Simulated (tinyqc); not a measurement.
Comparisons within one model: averaged masses of warped heavy- and light-hole bands. A value that a table varies takes the place of the one given here.

Four-band hole energies E = c k^2 f(u), c = hbar^2/2m0, f = g1 -/+ 2 sqrt(g2^2 + 3 (g3^2 - g2^2) s), s = ux^2 uy^2 + uy^2 uz^2 + uz^2 ux^2 for the unit vector u; minus for heavy, plus for light holes; the mass along u is 1/f.

Grid: n x n midpoints in cos(theta) from 0 to 1 and phi from 0 to pi/2, equal weights. m_d = <f^(-3/2)>^(2/3). Conductivity mass for one scattering time: 1/m_c = <|w|^2 f^(-5/2)>/<f^(-3/2)> with w = grad_k(k^2 f)/(2 k), that is |w|^2 = f^2 + |angular gradient of f|^2/4.

Parameters, chosen for this exercise (out of a larger set: near those of Ge; not measured data):
```
symbol  value  unit  meaning
g1      13.43        Luttinger gamma1
g2      4.26         gamma2
g3      5.66         gamma3
```

## Ways to average over directions

Heavy and light m_d on grids of growing n, against n = 160; also the three-direction rule <F> = (10 F[100] + 16 F[110] + 9 F[111])/35 and the spherical masses 1/(g1 (1 -/+ mu)), mu = (6 g3 + 4 g2)/(5 g1).

Masses (m0):
```
method             heavy   light  error heavy (%)  error light (%)
grid n = 1        0.4655  0.0405            38.70            -4.22
grid n = 2        0.3421  0.0419             1.94            -0.81
grid n = 3        0.3393  0.0421             1.09            -0.38
grid n = 5        0.3367  0.0422             0.32            -0.15
grid n = 10       0.3359  0.0422             0.08            -0.04
grid n = 160      0.3356  0.0423             0.00             0.00
three directions  0.3543  0.0424             5.58             0.32
spherical         0.3096  0.0423            -7.75             0.16
[100] alone       0.2037  0.0456           -39.31             7.83
```

The heavy mass is within 1 % from grid n = 5 on. Three directions err by +5.58 %, the spherical form by -7.75 % and [100] alone by -39.3 %; for light holes the same three err by +0.32, +0.16 and +7.8 %. The power -3/2 weights the heavy directions near [111], which a mean of f misses.

## Cyclotron masses against the field direction

For the central orbit m_cyc is the mean of 1/f(u) over the directions u normal to B (360 points on the circle). B lies in the (1-10) plane at the angle from [001]; 54.7 degrees is [111], 90 is [110].

Masses (m0):
```
angle (degrees)   heavy   light
0.0              0.2748  0.0434
15.0             0.2902  0.0430
30.0             0.3289  0.0422
45.0             0.3601  0.0416
54.7             0.3648  0.0415
70.0             0.3607  0.0417
90.0             0.3572  0.0420
```

The heavy mass is smallest at 0 and largest at 54.7 degrees of the angles listed, a spread of 33 %; the light mass varies by 4.7 %. The orbit normal to [001] has s between 0 and 1/4, the orbit normal to [111] has s = 1/4 all round, which gives 1/(g1 - sqrt(g2^2 + 3 g3^2)) = 0.3648. This is the classical limit; low Landau levels of holes depart from it.

## Several materials

The inputs are values chosen for the exercise; n = 40; delta = (g3 - g2)/g1.

Results:
```
case            g1    g2    g3  m_d heavy  m_c heavy  m_d light  delta
A near Ge    13.29  4.24  5.69      0.358      0.281     0.0425  0.109
B near InP    5.09  1.59  2.10      0.824      0.694     0.1124  0.100
C near GaAs   7.02  2.06  2.94      0.600      0.470     0.0818  0.125
D near AlAs   3.77  0.82  1.42      0.780      0.642     0.1623  0.159
E near GaP    4.03  0.49  1.24      0.507      0.446     0.1671  0.186
F near InAs  20.10  8.46  9.20      0.453      0.402     0.0264  0.037
```

Heavy masses span a factor of 2.3 and light ones 6.3: the coupling to the conduction band adds to g1, 2 g2 and 2 g3 alike, so it cancels for heavy holes and doubles for light ones. The ratio m_c/m_d of the heavy holes is lowest for C (0.78); delta is largest for E; the heavy band feels the warping rather through (g3 - g2)/(g1 - 2 g3), which runs from 0.44 to 0.77 here and is 0.77 for the case with the lowest ratio.

## What each parameter does

n = 40. Each row changes one parameter from the base and keeps the others.

Results:
```
case         m_d heavy (m0)  m_c heavy (m0)  m_d light (m0)  m_c light (m0)
base                 0.3356          0.2731          0.0423          0.0421
g1 = 13.833          0.2939          0.2491          0.0415          0.0414
g2 = 4.132           0.3288          0.2616          0.0424          0.0422
g3 = 5.83            0.3704          0.2778          0.0419          0.0416
```

The largest shifts from the base row, up to three for each result and ties (the steps differ in size, so this ranks the rows, not the parameters). m_d heavy (m0): g1 -0.0417, g3 +0.0348, g2 -0.0068. m_c heavy (m0): g1 -0.0240, g2 -0.0114, g3 +0.0048. m_d light (m0): g1 -0.0007, g3 -0.0004, g2 +0.0002. m_c light (m0): g1 -0.0007, g3 -0.0004, g2 +0.0001.

(tinyqc, `OMP_NUM_THREADS=1 python tinyqc.py 1051242 1051243 out.jsonl`, Intel(R) Xeon(R) Processor @ 2.30GHz, 1 thread, shared host, about 0.02 s.)
